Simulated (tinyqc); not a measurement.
Energy against coordination: Tersoff bond-order potential. Computed by tinyqc, a small Python program. Command: `OMP_NUM_THREADS=1 python tinyqc.py 3022828 3022829 out.jsonl tersoff walk`. One thread of a shared host (Intel(R) Xeon(R) Processor @ 2.30GHz), about 0.01 s of CPU time with the checks.

E = (1/2) sum_(i, j != i) [A exp(-lambda r_ij) - b_ij B exp(-mu r_ij)], b_ij = (1 + (beta zeta_ij)^n)^(-1/(2n)), zeta_ij = sum_(k != i, j) g(theta_ijk), g = 1 + c^2/d^2 - c^2/(d^2 + (h - cos theta)^2), with theta at atom i. Only nearest neighbours count (cut-off function 1 for them, 0 beyond).

Inputs (values chosen for the exercise, modelled on silicon):

| quantity | value | unit |
|---|---|---|
| A | 1861.6 | eV |
| B | 469.67 | eV |
| lambda | 2.4799 | 1/angstrom |
| mu | 1.7322 | 1/angstrom |
| beta | 1.09e-06 | - |
| n | 0.7888 | - |
| c | 103100 | - |
| d | 16.37 | - |
| h | -0.6182 | - |

Method. Angles seen from one bond (cos theta: count): chain -1: 1; graphitic -1/2: 2; diamond -1/3: 3; square net 0: 2, -1: 1; simple cubic 0: 4, -1: 1; bcc 1/3: 3, -1/3: 3, -1: 1; fcc 1/2: 4, 0: 2, -1/2: 4, -1: 1. With z equal bonds of order b, r = ln(lambda A/(mu b B))/(lambda - mu) and E per atom = -(z/2) b B exp(-mu r)(1 - mu/lambda).

Relaxed structures:

| structure | z | zeta | b | r (angstrom) | E per atom (eV) | E per bond (eV) |
|---|---|---|---|---|---|---|
| dimer | 1 | 0 | 1.0000 | 2.3218 | -1.2689 | -2.5378 |
| chain | 2 | 2.1566e+04 | 0.9684 | 2.3647 | -2.2817 | -2.2817 |
| graphitic | 3 | 4.1379e+03 | 0.9912 | 2.3337 | -3.6961 | -2.4641 |
| diamond | 4 | 3.6027e+04 | 0.9536 | 2.3853 | -4.3358 | -2.1679 |
| square net | 4 | 1.3455e+05 | 0.8816 | 2.4903 | -3.3415 | -1.6707 |
| simple cubic | 6 | 2.4753e+05 | 0.8245 | 2.5798 | -4.0147 | -1.3382 |
| bcc | 8 | 4.5830e+05 | 0.7488 | 2.7087 | -3.8885 | -0.9721 |
| fcc | 12 | 8.7971e+05 | 0.6512 | 2.8955 | -3.6705 | -0.6117 |

The lowest are diamond, simple cubic and bcc, the first two 0.321 eV apart. The bond order falls from 1 to 0.651 and the bond weakens from -2.54 to -0.61 eV, as b^(lambda/(lambda - mu)) with exponent 3.32. With the same z = 4 the square net lies 0.99 eV above diamond, from its angles alone. Caution: in bcc and other dense structures second neighbours can fall inside the usual cut-off; they are left out here.

Extremes, crossings and ranges named in words are read from the listed rows.
